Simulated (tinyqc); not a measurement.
p-n diode with diffusion and depletion-layer recombination: currents and ideality against junction voltage.

Abrupt junction in the depletion approximation, low injection, full ionisation, neutral widths fixed, ohmic contact on the p side. Vj is the junction voltage; where a series resistance Rs is given, V = Vj + J Rs is the terminal voltage.

ni = sqrt(Nc Nv) exp(-Eg/(2 Vt)), Eg in volts; D = mu Vt; Ln = sqrt(Dn tn), Lp = sqrt(Dp tp); J0n = q ni^2 Dn coth(wp/Ln)/(Ln Na); J0p = (q ni^2 Dp/(Lp Nd)) (s + tanh(wn/Lp))/(1 + s tanh(wn/Lp)), s = Sp Lp/Dp. J_diff = (J0n + J0p)(exp(Vj/Vt) - 1). Vbi = Vt ln(Na Nd/ni^2), W = sqrt(2 eps0 eps_r (Vbi - Vj)(1/Na + 1/Nd)/q), xp = W Nd/(Na + Nd), xn = W Na/(Na + Nd); u(x) = q Na (x + xp)^2/(2 eps0 eps_r) for x < 0 and Vbi - Vj - q Nd (xn - x)^2/(2 eps0 eps_r) for x > 0; p = Na exp(-u/Vt), n = Nd exp((u - Vbi + Vj)/Vt); U = ni^2 (exp(Vj/Vt) - 1)/(tp (n + ni exp(Et/Vt)) + tn (p + ni exp(-Et/Vt))); J_scr = q times the integral of U from -xp to xn. J = J_diff + J_scr. Ideality = (1/Vt) dVj/d ln J or (1/Vt) dV/d ln J; last column ni^2 exp(Vj/Vt)/N^2.

Values chosen for this exercise; band and dielectric values close to those of silicon: temperature T = 300 K; band gap Eg = 1.13 eV; relative permittivity eps_r = 11.9; conduction-band density of states at T Nc = 2.76e19 cm^-3; valence-band density of states at T Nv = 2.67e19 cm^-3; acceptor density Na = 1e16 cm^-3; donor density Nd = 3.3e15 cm^-3; electron mobility in the p side mun = 1200 cm^2/(V s); hole mobility in the n side mup = 380 cm^2/(V s); electron lifetime tn = 4e-7 s; hole lifetime tp = 7e-7 s; neutral width of the p side wp = 2.1 um; neutral width of the n side wn = 61 um; recombination velocity at the n contact Sp = 1e7 cm/s; series resistance Rs = 0.0035 ohm cm^2; trap level above the intrinsic level Et = 0 eV.

Constants: q = 1.602176634e-19 C, kB = 1.380649e-23 J/K, Vt = kB T/q, eps0 = 8.8541878128e-14 F/cm where lengths are in cm. Results are converted to the units shown.

Currents and ideality against junction voltage:
```
Vj (V)	J_diff (A/cm^2)	J_scr (A/cm^2)	J (A/cm^2)	V (V)	ideality against Vj	ideality against V	minority/doping, lighter side
0.17	1.403e-7	1.779e-7	3.182e-7	0.1700	1.345	1.345	5.048e-9
0.22	9.714e-7	5.025e-7	1.474e-6	0.2200	1.188	1.188	3.492e-8
0.26	4.565e-6	1.150e-6	5.715e-6	0.2600	1.103	1.103	1.641e-7
0.31	3.158e-5	3.255e-6	3.484e-5	0.3100	1.045	1.045	1.135e-6
0.36	2.185e-4	9.316e-6	2.278e-4	0.3600	1.019	1.019	7.852e-6
0.4	0.001026	2.187e-5	0.001048	0.4000	1.009	1.009	3.689e-5
0.45	0.007101	6.490e-5	0.007166	0.4500	1.004	1.005	2.552e-4
0.49	0.03336	1.582e-4	0.03352	0.4901	1.002	1.007	0.001199
0.54	0.2308	4.946e-4	0.2313	0.5408	1.001	1.032	0.008295
```

The ideality against Vj falls from 1.35 to 1.00. Diffusion overtakes recombination in the layer between Vj = 0.17 and 0.22 V. J_scr alone has an ideality of 1.86 between the first two rows and 1.70 between the last two.

tinyqc, about 0.01 s, one thread, Intel Xeon 2.30GHz (shared host): `OMP_NUM_THREADS=1 python tinyqc.py 2260052 2260053 out.jsonl`
